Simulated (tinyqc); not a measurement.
# Junction parameters from two forward currents

Problem. D(v) = J1 (exp(v/Vt) - 1) + J2 (exp(v/(2 Vt)) - 1). Find J1, J2 and the voltage 2 Vt ln(J2/J1) near which both parts are equal.

Inputs (values chosen for the exercise):
```
symbol  value  unit      meaning
T         358     K  temperature
```

Constants: q = 1.602176634e-19 C, kB = 1.380649e-23 J/K, Vt = kB T/q. Results are converted to the units shown.

junction voltages (V): [0.3, 0.6]
currents (uA/um): [1.4415293e-7, 6.8722797e-5]

Solution. The current is linear in J1 and J2, so two points give two equations.

J1 = 1.80e-13 uA/um
J2 = 1.10e-9 uA/um
crossover = 0.538 V

Computed by the program tinyqc: `OMP_NUM_THREADS=1 python tinyqc.py 2182204 2182205 out.jsonl`, one thread of a shared Intel Xeon 2.30GHz, about 0.2 s for the whole run.
